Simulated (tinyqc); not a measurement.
Current crowding under a contact, resistor ladder against the transmission-line model: two steps of the calculation.

A metal contact of length d and width W on a thin layer of the same width. The metal has no resistance, the sheet resistance under it equals Rsh, and current enters the layer at the front edge x = 0.

Parameters, values chosen for the exercise: sheet resistance of the semiconductor layer Rsh = 720 ohm/sq; specific contact resistivity rc = 2e-9 ohm cm^2; contact length d = 0.005 um; contact width W = 0.18 um; cells n = 8; current I = 0.1 mA.

Question 1. Voltages and the share of the current. Cut the contact into n cells of length hc = d/n. Neighbouring cell centres are joined by a = W/(Rsh hc), each centre joins the metal (0 V) by g = W hc/rc, and I enters cell 1 through half a cell: -a v_(i-1) + b_i v_i - a v_(i+1) = I for i = 1 and 0 otherwise, b_i = g + 2 a (g + a at both ends). Rc = v_1/I + 1/(2 a). Cell i passes g v_i to the metal.

a = 0.4 S
g = 0.0005625 S

| cell | b_i (S) |
|---|---|
| 1 | 0.40056250 |
| 2 | 0.80056250 |
| 3 | 0.80056250 |
| 4 | 0.80056250 |
| 5 | 0.80056250 |
| 6 | 0.80056250 |
| 7 | 0.80056250 |
| 8 | 0.40056250 |

Wanted: v_i; share of the current; Rc of the ladder.

Answer 1.

| cell | v_i (mV) | share of the current (%) |
|---|---|---|
| 1 | 22.77 | 12.81 |
| 2 | 22.55 | 12.68 |
| 3 | 22.36 | 12.58 |
| 4 | 22.21 | 12.49 |
| 5 | 22.08 | 12.42 |
| 6 | 21.99 | 12.37 |
| 7 | 21.93 | 12.33 |
| 8 | 21.90 | 12.32 |

Rc of the ladder = 228.9 ohm

The first cell passes 12.8 % of the current and the last 12.3 %; an even spread would give 12.5 % each.

Question 2. The transmission-line result. Transfer length Lt = sqrt(rc/Rsh); front resistance Rc = (Rsh Lt/W) coth(d/Lt); end resistance Re = (Rsh Lt/W)/sinh(d/Lt). v(x) = I (Rsh Lt/W) cosh((d - x)/Lt)/sinh(d/Lt) at the cell centres x = (i - 1/2) d/n.

Wanted: Lt; Rc; Re; v(x).

Answer 2.

Lt = 0.01667 um
Rc = 228.8 ohm
Re = 218.9 ohm

| cell | v(x) (mV) |
|---|---|
| 1 | 22.76 |
| 2 | 22.55 |
| 3 | 22.36 |
| 4 | 22.20 |
| 5 | 22.08 |
| 6 | 21.99 |
| 7 | 21.93 |
| 8 | 21.90 |

The ladder's Rc is 0.023 % above this value, with cells 0.037 Lt long.

Range of the model: Lt is below 20 nm, near the thickness of a real layer, where current spreads in depth and the line model fails.

Computed by the program tinyqc: `OMP_NUM_THREADS=1 python tinyqc.py 2760113 2760114 out.jsonl`, one thread of a shared Intel Xeon 2.30GHz, about 0.01 s for the whole run.
